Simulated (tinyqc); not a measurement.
Inside a calculation. Method: one-electron ion in a basis of Gaussians. One step of it, computed by the program tinyqc.

Task: Matrices over normalised Gaussians. With p = a_i + a_j and I(k) = Gamma((k+1)/2) / (2 p^((k+1)/2)): S = I(2l+2), T = (2l+3) a_i a_j S / p, V = -Z I(2l+1), each divided by sqrt(S_ii S_jj).

exponents of r^l exp(-a r^2) (1/bohr^2): 2.133000  7.598000

Z = 5

l = 0

Give: S; T; V.

Result:

S:
```
        1       2
1  1.0000  0.7526
2  0.7526  1.0000
```

T (hartree):
```
        1        2
1  3.1995   3.7604
2  3.7604  11.3970
```

V (hartree):
```
          1         2
1  -11.6529  -13.2459
2  -13.2459  -21.9933
```
